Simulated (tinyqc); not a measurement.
Changing the bond stretching alpha: Keating valence-force model of a tetrahedral crystal. Computed by tinyqc, a small Python program. Command: `OMP_NUM_THREADS=1 python tinyqc.py 3003944 3003945 out.jsonl keating sweep`. One thread of a shared host (Intel(R) Xeon(R) Processor @ 2.30GHz), about 0.04 s of CPU time with the checks.

Atom A sits at 0 and atom B at a/4 (1,1,1) of an fcc lattice; the four bonds from A are t = a/4 (1,1,1), a/4 (1,-1,-1), a/4 (-1,1,-1), a/4 (-1,-1,1), of length d = sqrt(3) a/4. Energy: E = (3 alpha/(8 d^2)) sum over bonds (r.r - d^2)^2 + (3 beta/(8 d^2)) sum over pairs of bonds at one atom (r_i.r_j + d^2/3)^2, with beta_A for the six pairs at A and beta_B for the six at B. The cell holds two atoms, Omega = a^3/4. 1 N/m = 1 J/m^2.

Inputs (values chosen for the exercise, for a model crystal): lattice constant a = 5.461 angstrom; mass M_A = 81.4 u; mass M_B = 77.6 u; bond bending beta_A = 22 N/m; bond bending beta_B = 22 N/m.

Structure: zinc blende.

Constants: nu for 1 eV/(angstrom^2 u) = 15.6333042 THz; 1 eV/angstrom^2 = 16.02176634 J/m^2; 1 THz = 33.35640952 1/cm.

Method:
- beta = (beta_A + beta_B)/2; C11 = (alpha + 3 beta)/a, C12 = (alpha - beta)/a, C44 = 4 alpha beta/(a (alpha + beta)); with the two sublattices clamped C44(0) = (alpha + beta)/a; internal-strain parameter zeta = (alpha - beta)/(alpha + beta); B = (C11 + 2 C12)/3.
- beta = (beta_A + beta_B)/2; mu = M_A M_B/(M_A + M_B); lambda = 4 (alpha + beta)/mu with the springs in eV/angstrom^2; nu = 15.6333042 THz x sqrt(lambda).
- With displacements u exp(i q.r), each bracket changes by g.u, where g = (g_A, g_B): bond t, g = (-2 t, 2 t exp(i q.t)); pair (i, j) at A, g = (-(t_i + t_j), t_i exp(i q.t_j) + t_j exp(i q.t_i)); pair at B, g = (-t_i exp(-i q.t_j) - t_j exp(-i q.t_i), t_i + t_j). Then D_mn = sum over the 4 bonds and 12 pairs of (4 k/a^2) conj(g_m) g_n / sqrt(M_m M_n), with k = alpha or beta converted to eV/angstrom^2. Only the short-range forces enter; the Coulomb field of the charges is left out.
- An eigenvalue lambda of D in eV/(angstrom^2 u) gives nu = 15.6333042 THz x sqrt(lambda).
- Take the lowest frequency at X = (1, 0, 0) 2 pi/a, the transverse acoustic (TA) mode.

One run for each value; columns: (1) bond stretching alpha (N/m); (2) nu_TO at G (THz); (3) bulk modulus B (GPa); (4) C44 (GPa); (5) TA frequency at X (THz); (6) internal-strain parameter zeta:
```
(1)       (2)     (3)     (4)     (5)      (6)
39.8    9.743   86.31  103.78  5.8092  0.28803
48.5   10.406  102.24  110.86  5.8099  0.37589
59.1   11.161  121.65  117.43  5.8103  0.45746
72.1   12.022  145.46  123.47  5.8105  0.53241
87.9   12.992  174.39  128.88  5.8107  0.59964
107.0  14.076  209.36  133.66  5.8108  0.65891
131.0  15.329  253.31  137.97  5.8109  0.71242
159.0  16.673  304.58  141.56  5.8110  0.75691
```

Over the rows, nu_TO at G (THz) rises from 9.74 to 16.7 (exponent d ln y / d ln x 0.33 between the first rows and 0.43 between the last); bulk modulus B (GPa) rises from 86.3 to 305 (exponent d ln y / d ln x 0.86 between the first rows and 0.95 between the last); C44 (GPa) rises from 104 to 142 (exponent d ln y / d ln x 0.33 between the first rows and 0.13 between the last); TA frequency at X (THz) rises from 5.8092 to 5.8110; internal-strain parameter zeta rises from 0.288 to 0.757 (exponent d ln y / d ln x 1.3 between the first rows and 0.31 between the last). B = (alpha + beta/3)/a and the optical mode follow the bond stretching; C44 needs the angles to bend and saturates towards 4 beta/a, and zeta tends to 1 as bonds become rigid.

Extremes, crossings and ranges named in words are read from the listed rows.
